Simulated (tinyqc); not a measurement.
# Series resistance and length offset from two lengths at two overdrives

Inverse problem. In strong inversion R W = Rsd + k(x)(L - dL), k(x) = (1 + th1 x)/(mu0 Cox x), x the overdrive, Cox = eps0 eox/tox, with Rsd and dL independent of x. Find dL, Rsd, mu0 and th1.

Parameters, values chosen for the exercise:
- eox = 3.9 (relative permittivity of the gate insulator (close to silicon dioxide))
- tox = 1.5 nm (insulator thickness)

Constants: eps0 = 8.8541878128e-14 F/cm where lengths are in cm. Results are converted to the units shown.

total resistance times width (ohm um):
```
,L = 0.094 um,L = 0.57 um
overdrive 0.48 V,871.104901,3200.69934
overdrive 1.15 V,649.661400,1724.40934
```

Answer. At each overdrive R W is a straight line in L; the two lines cross at L = dL, R W = Rsd. Their slopes give k x = (1 + th1 x)/(mu0 Cox), a straight line in x.

dL = 0.01000 um
Rsd = 460.0 ohm um
mu0 = 200.0 cm^2/(V s)
th1 = 0.1700 1/V

Program tinyqc, `OMP_NUM_THREADS=1 python tinyqc.py 2210078 2210079 out.jsonl`; Intel Xeon 2.30GHz, shared host, one thread, about 0.01 s.
